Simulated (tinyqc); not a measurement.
Bias-temperature instability from a Gaussian distribution of capture and emission barriers: one step, computed by the program tinyqc. Command: `OMP_NUM_THREADS=1 python tinyqc.py 3022242 3022243 out.jsonl bti walk`. One thread of a shared host (Intel(R) Xeon(R) Processor @ 2.30GHz), about 0.01 s of CPU time with the checks.

Each trap has a capture time tau_0 exp(E_c/(k_B T)) under stress and an emission time tau_0 exp(E_e/(k_B T)) after it. E_c is Gaussian, and E_e = E_c + d with d Gaussian and independent. A trap counts as filled once t_s exceeds its capture time and as emptied once t_r exceeds its emission time.

Task: Stress. Demarcation energies E_s = k_B T ln(t_s/tau_0), E_r = k_B T ln(t_r/tau_0); mean barrier mu = mu_c - k_F F; z = (E_s - mu)/sigma_c; Phi is the standard normal distribution. Temperatures in kelvin are T(C) + 273.15. Shift without recovery dV0 = V_max Phi(z); local time exponent n = d ln dV0/d ln t_s = (k_B T/sigma_c) exp(-z^2/2)/(sqrt(2 pi) Phi(z)); apparent activation energy n E_s.

Inputs (values chosen for the exercise, for a model p-channel transistor):

| quantity | value | unit |
|---|---|---|
| shift with all traps filled V_max | 390 | mV |
| mean capture barrier at zero field mu_c | 1.64 | eV |
| spread of capture barriers sigma_c | 0.24 | eV |
| lowering of mu_c per field k_F | 0.059 | eV/(MV/cm) |
| oxide field F | 4.5 | MV/cm |
| time constant tau_0 | 2e-10 | s |
| temperature T | 60 | C |
| stress time t_s | 20000 | s |

Constants: k_B = 8.617333262e-05 eV/K.

Give: E_s; mean barrier mu; z; shift without recovery dV0; time exponent n; apparent activation energy.

Result:

E_s = 0.9255 eV

mean barrier mu = 1.3745 eV

z = -1.871

shift without recovery dV0 = 11.96 mV

time exponent n = 0.2703

apparent activation energy = 0.2501 eV

The stress has filled 3.1 % of the traps. The apparent energy 0.250 eV is only the share n of the barriers near 0.93 eV that are being crossed.
